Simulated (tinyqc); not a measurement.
What each parameter does: three-band tight binding of a dichalcogenide monolayer.

Basis dz2, dxy, dx2-y2 on a triangular lattice, nearest neighbours; alpha = kx a/2, beta = sqrt3 ky a/2. h0 = e1 + 2 t0 (cos 2alpha + 2 cos alpha cos beta); h1 = -2 sqrt3 t2 sin alpha sin beta + 2i t1 (sin 2alpha + sin alpha cos beta); h2 = 2 t2 (cos 2alpha - cos alpha cos beta) + 2i sqrt3 t1 cos alpha sin beta; h11 = e2 + 2 t11 cos 2alpha + (t11 + 3 t22) cos alpha cos beta; h22 = e2 + 2 t22 cos 2alpha + (3 t11 + t22) cos alpha cos beta; h12 = sqrt3 (t22 - t11) sin alpha sin beta + 4i t12 sin alpha (cos alpha - cos beta) + i lam sz. H = [[h0, h1, h2], [., h11, h12], [., ., h22]], Hermitian; the lowest band of each spin is filled. K = (4 pi/3a, 0), M = (pi/a, pi/(sqrt3 a)).

Constants: hbar^2/2m0 = 3.80998211 eV angstrom^2.

Inputs chosen for the exercise (near a published set for monolayer MoTe2; shifted at random, so the results belong to these values and not to a real crystal):

| symbol | value | unit | meaning |
|---|---|---|---|
| a | 3.566 | angstrom | lattice constant |
| e1 | 0.612 | eV | level of dz2 |
| e2 | 1.956 | eV | level of dxy and dx2-y2 |
| t0 | -0.171 | eV | hopping |
| t1 | 0.224 | eV | hopping |
| t2 | 0.395 | eV | hopping |
| t11 | 0.207 | eV | hopping |
| t12 | 0.238 | eV | hopping |
| t22 | 0.255 | eV | hopping |
| lam | 0.109 | eV | spin-orbit constant |

Spin up: gap at K, Ev(K) - Ev(Gamma), and masses at K by central differences along kx with step 0.002 1/angstrom, c = hbar^2/2m0.

Results for these values:

| case | gap at K (eV) | K - Gamma (eV) | m_c (m0) | m_v (m0) |
|---|---|---|---|---|
| base | 0.9897 | 0.5493 | 0.482 | 0.656 |

What happens to each result for t12 = 0.208 eV, all else kept?

Answer: gap at K falls from 0.9897 to 0.8338; K - Gamma rises from 0.5493 to 0.7052; m_c falls from 0.482 to 0.389; m_v falls from 0.656 to 0.446.

The same for each parameter in turn:

| case | gap at K (eV) | K - Gamma (eV) | m_c (m0) | m_v (m0) |
|---|---|---|---|---|
| base | 0.9897 | 0.5493 | 0.482 | 0.656 |
| t12 = 0.208 eV | 0.8338 | 0.7052 | 0.389 | 0.446 |
| e2 = 1.926 eV | 1.0197 | 0.5193 | 0.509 | 0.698 |
| t1 = 0.254 eV | 0.9897 | 0.5493 | 0.423 | 0.576 |
| t11 = 0.177 eV | 0.9447 | 0.5943 | 0.446 | 0.581 |
| t0 = -0.201 eV | 1.0797 | 0.7293 | 0.592 | 0.791 |
| t22 = 0.285 eV | 1.0347 | 0.5043 | 0.523 | 0.735 |

t1 couples dz2 to the other orbitals and vanishes at K and Gamma, so only the masses feel it.

(tinyqc, `OMP_NUM_THREADS=1 python tinyqc.py 1482409 1482410 out.jsonl`, Intel(R) Xeon(R) Processor @ 2.30GHz, 1 thread, shared host, about 0.01 s.)
